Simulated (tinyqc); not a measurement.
Slow cooling against a quench: self-consistent Fermi level with native defects, at growth and after a quench. Computed by tinyqc, a small Python program. Command: `OMP_NUM_THREADS=1 python tinyqc.py 3007254 3007255 out.jsonl scfermi walk`. One thread of a shared host (Intel(R) Xeon(R) Processor @ 2.30GHz), about 0.05 s of CPU time with the checks.

Energies are counted from the top of the valence band (VBM); when the gap shrinks with temperature the conduction band moves and the levels stay. The added dopant is taken as fully ionised. D and A draw on one reservoir with opposite signs, as the two vacancies of a compound do.

Inputs (values chosen for the exercise, with bands modelled on CdTe): gap E_g at 300 K = 1.53 eV; slope -dE_g/dT above 300 K = 0.00024 eV/K; electron mass m_e = 0.0947 m_0; valleys M_c = 1; hole mass m_h = 0.628 m_0; E_f of the neutral native donor D = 2.029 eV; E_f of the neutral native acceptor A = 2.945 eV; shift s of the chemical potential = -0.16 eV; site density N_s = 4e+22 cm^-3; dopant density N_X = 4.4e+16 cm^-3; growth temperature T_g = 1120 K; temperature of use T = 400 K.

Added shallow dopant: acceptor.

levels of D above the VBM, most positive state first (eV): [0.793, 1.07, 1.12]

levels of A above the VBM, (0/-1) first (eV): [0.338, 0.464]

Constants: m_0 = 9.1093837015e-31 kg; k_B = 1.380649e-23 J/K; h = 6.62607015e-34 J s; k_B = 8.617333262e-05 eV/K.

Method:
- E_f(D, 0) = input + s and E_f(A, 0) = input - s; E_f(q, E_F = 0) follows from the levels, eps(q/q-1) = E_f(q - 1) - E_f(q) at E_F = 0.
- E_g(T) = E_g - slope x max(0, T - 300 K).
- N_c = 2 M_c (2 pi m_e k_B T/h^2)^(3/2) and N_v = 2 (2 pi m_h k_B T/h^2)^(3/2), masses in units of m_0.
- At growth T = T_g.
- n = N_c F_1/2((E_F - E_g)/k_B T), p = N_v F_1/2(-E_F/k_B T).
- F_1/2(eta) = (2/sqrt(pi)) int_0^infinity sqrt(x)/(1 + exp(x - eta)) dx, by the trapezoid rule in t = sqrt(x) with step 0.02 up to t = 12 (for eta < -12 by exp(eta) - exp(2 eta)/2^(3/2)).
- In equilibrium c_q = N_s exp(-(E_f(q, 0) + q E_F)/k_B T).
- Net charge = p - n + sum q c_q - N_X; the log ratio is ln(positive charge/negative charge).
- E_F is the root of the log ratio, by 50 bisections between -0.5 eV and E_g + 0.5 eV.
- After a quench the totals of D and A stay as grown, and each is shared among its charge states with weights exp(-(E_f(q, 0) + q E_F)/k_B T).
- Each E_F by bisection; full equilibrium lets the defects form and vanish at every T.

E_f(q, E_F = 0) (eV): D(+3) -1.114, D(+2) -0.321, D(+1) 0.749, D(0) 1.869, A(0) 3.105, A(-1) 3.443, A(-2) 3.907

total D = 3.21087e+16 cm^-3

total A = 5.98365e+12 cm^-3

Two histories (densities in cm^-3):
```
T (K)  E_F, equilibrium (eV)           n           p  all defects  E_F, frozen (eV)   n, frozen   p, frozen
980                  0.80462  5.5462e+15  5.3675e+15   1.8171e+16            0.9209  2.1939e+16  1.3551e+15
830                  0.73158  2.8272e+14  2.0762e+15   1.5644e+16            0.9950  1.1234e+16  5.2193e+13
690                  0.66683  6.1053e+12  5.8692e+14   1.5009e+16            1.0422  3.3661e+15  1.0640e+12
540                  0.60138  1.3118e+10  7.3578e+13   1.4721e+16            1.0607  2.5409e+14  3.7985e+09
400                  0.54160  7.9552e+05  2.8841e+12   1.4669e+16            1.0678  3.3880e+12  6.7720e+05
```

What follows from these numbers?

At 400 K equilibrium would leave 1.47e16 defects per cm^3 against 3.21e16 frozen in, and E_F differs by +0.526 eV. The two histories give opposite carrier types. Real samples lie between, set by the temperature at which diffusion stops.
